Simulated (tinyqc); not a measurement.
# Changing the hopping xi

Model: Gupta-type many-body potential for a metal. Computed by tinyqc, a small Python program. Command: `OMP_NUM_THREADS=1 python tinyqc.py 3005284 3005285 out.jsonl gupta sweep`. One thread of a shared host (Intel(R) Xeon(R) Processor @ 2.30GHz), about 0.01 s of CPU time with the checks.

E_i = sum_j A exp(-p (r_ij/r0 - 1)) - xi rho_i^gamma, with rho_i = sum_j exp(-2 q (r_ij/r0 - 1)); gamma = 1/2 is the tight-binding second-moment form. The crystal is fcc unless stated; d is the neighbour distance and a fixed number of shells is kept.

Inputs (values chosen for the exercise, for a model metal): repulsion A = 0.0872 eV; decay p = 10.7; decay q = 2.33; reference distance r0 = 2.556 angstrom; shells kept = 2; embedding exponent gamma = 0.45.

Constants: 1 eV/angstrom^3 = 160.2176634 GPa.

Method:
- fcc shells: d sqrt(k), k = 1..5, with 12, 6, 24, 12, 24 atoms; Omega = d^3/sqrt2.
- Equilibrium: dE/dd = 0; B = d^2 E''(d)/(9 Omega).
- Repulsion and density of one neighbour in each shell, and their sums.
- Each neighbour j of the vacancy loses one repulsive term and one density term: E_v = sum_shells count x {-repulsion - xi [(rho - density)^gamma - rho^gamma]}. (The removed atom returns to a bulk-like site, so its own energy cancels.)

One run for each value; columns: (1) hopping xi (eV); (2) cohesive energy E_c (eV); (3) neighbour distance d (angstrom); (4) bulk modulus B (GPa); (5) vacancy energy E_v (eV):
```
(1)     (2)    (3)    (4)    (5)
1.08  2.446  2.685   80.6  0.792
1.23  2.878  2.646   96.3  0.932
1.39  3.354  2.609  113.9  1.086
1.54  3.813  2.578  131.1  1.234
1.69  4.284  2.550  149.0  1.385
1.85  4.797  2.523  168.8  1.551
2.00  5.289  2.500  187.9  1.710
2.16  5.824  2.477  208.9  1.882
```

Over the rows, cohesive energy E_c (eV) rises from 2.45 to 5.82 (exponent d ln y / d ln x about 1.3 throughout); neighbour distance d (angstrom) falls from 2.68 to 2.48 (exponent d ln y / d ln x -0.11 between the first rows and -0.12 between the last); bulk modulus B (GPa) rises from 80.6 to 209 (exponent d ln y / d ln x about 1.4 throughout). With one shell E_c scales exactly as xi^(p/(p - 2 q gamma)), exponent 1.244: stronger attraction also shortens the bonds.
